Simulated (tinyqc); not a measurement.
Fully depleted semiconductor-on-insulator film with two gates, non-linear Poisson equation by Newton steps: one step of the calculation.

One dimension across the film, front interface at x = 0, back interface at x = ts. psi is counted from the intrinsic level, n = ni exp(psi/Vt) (source grounded), holes neglected, acceptors ionised. Gates act through Cox = eps0 eox/tox and Cbox = 3.9 eps0/tb with potentials G1 = Vg - (phiM - chi - Vt ln(Nc/ni)) and G2 = Vb - (phiB - chi - Vt ln(Nc/ni)). Classical Boltzmann densities, no interface charge, no depletion in the back plane.

Question. Newton step. Solve a d_(i-1) + b_i d_i + a d_(i+1) = -F_i for all nodes. Each component d is damped to sign(d) Vt ln(1 + |d|/Vt) before it is added.

Values chosen for this exercise: temperature T = 250 K.

Constants: q = 1.602176634e-19 C, kB = 1.380649e-23 J/K, Vt = kB T/q. Results are converted to the units shown.

a = 8.1458528 uF/cm^2

```
node  diagonal b (F/cm^2)  residual F (C/cm^2)  psi at the start (V)
0           -9.5293202e-6         5.2642054e-7                   0.2
1           -1.6291707e-5       -2.0050348e-11                   0.2
2           -1.6291707e-5       -2.0050348e-11                   0.2
3           -1.6291707e-5       -2.0050348e-11                   0.2
4           -1.6291707e-5       -2.0050348e-11                   0.2
5           -1.6291707e-5       -2.0050348e-11                   0.2
6           -1.6291707e-5       -2.0050348e-11                   0.2
7           -1.6291707e-5       -2.0050348e-11                   0.2
8           -8.4336144e-6        -1.9841685e-7                   0.2
```

Find: Newton step d, before damping; psi after iteration 1.

Answer.

```
node  Newton step d, before damping (V)  psi after iteration 1 (V)
0                                0.2311                     0.2530
1                                0.2057                     0.2508
2                                0.1804                     0.2482
3                                0.1550                     0.2453
4                                0.1296                     0.2420
5                                0.1043                     0.2380
6                                0.0789                     0.2332
7                                0.0536                     0.2269
8                                0.0282                     0.2180
```

Program tinyqc, `OMP_NUM_THREADS=1 python tinyqc.py 2190048 2190049 out.jsonl`; Intel Xeon 2.30GHz, shared host, one thread, about 0.4 s.
